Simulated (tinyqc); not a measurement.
From results back to parameters: quantum-confined Stark effect in a modulator well. Four cases, with inputs chosen for the exercise.

Problem. The shift of E_e + E_h was computed from a hidden field.

Envelopes on cells of 0.5 angstrom over the well |z| < L/2 and 45 angstrom of barrier on each side, psi = 0 beyond, psi'/m continuous (mean mass between points), c = hbar^2/2m0. The electron sees + e F z and the hole - e F z, each with its offset in the barriers; 1 kV/cm = 1e-5 eV/angstrom. Light holes, band mixing and escape by tunnelling are left out.

Constants: hbar^2/2m0 = 3.80998211 eV angstrom^2.

Case 1.

Values chosen (near those of a GaAs well in AlGaAs; not measured data): L = 110 angstrom (well width); Vc = 0.233 eV (conduction offset); Vv = 0.133 eV (heavy-hole offset); me = 0.0691 m0 (electron, well); meb = 0.0954 m0 (electron, barrier); mh = 0.354 m0 (heavy hole along z, well); mhb = 0.389 m0 (heavy hole, barrier).

shift = -8.236 meV

Case 2.

Values chosen (near those of a Ge well in SiGe, direct gap; not measured data): L = 136 angstrom (well width); Vc = 0.36 eV (conduction offset); Vv = 0.106 eV (heavy-hole offset); me = 0.043 m0 (electron, well); meb = 0.0561 m0 (electron, barrier); mh = 0.205 m0 (heavy hole along z, well); mhb = 0.227 m0 (heavy hole, barrier).

shift = -15.893 meV

Case 3.

Values chosen (near those of a Ge well in SiGe, direct gap; not measured data): L = 84 angstrom (well width); Vc = 0.351 eV (conduction offset); Vv = 0.114 eV (heavy-hole offset); me = 0.0423 m0 (electron, well); meb = 0.0534 m0 (electron, barrier); mh = 0.214 m0 (heavy hole along z, well); mhb = 0.237 m0 (heavy hole, barrier).

shift = -2.849 meV

Case 4.

Values chosen (near those of an InGaAs well in InAlAs; not measured data): L = 126 angstrom (well width); Vc = 0.543 eV (conduction offset); Vv = 0.21 eV (heavy-hole offset); me = 0.0427 m0 (electron, well); meb = 0.0726 m0 (electron, barrier); mh = 0.375 m0 (heavy hole along z, well); mhb = 0.417 m0 (heavy hole, barrier).

shift = -52.630 meV

Find: F; local exponent d ln(shift)/d ln F.

Solution. The shift grows steadily in size with F, so bisection finds one value; its slope is -e times the separation of the carriers.

Case 1.

F = 49.0 kV/cm
local exponent d ln(shift)/d ln F = 1.83

Case 2.

F = 59.0 kV/cm
local exponent d ln(shift)/d ln F = 1.75

Case 3.

F = 47.0 kV/cm
local exponent d ln(shift)/d ln F = 1.97

Case 4.

F = 136.0 kV/cm
local exponent d ln(shift)/d ln F = 1.53

Computed by tinyqc, one run a case: `OMP_NUM_THREADS=1 python tinyqc.py N N+1 out.jsonl` with N = 1251019, 1251062, 1251065, 1251074; one thread of a shared Intel(R) Xeon(R) Processor @ 2.30GHz, about 0.2 s a run at most.
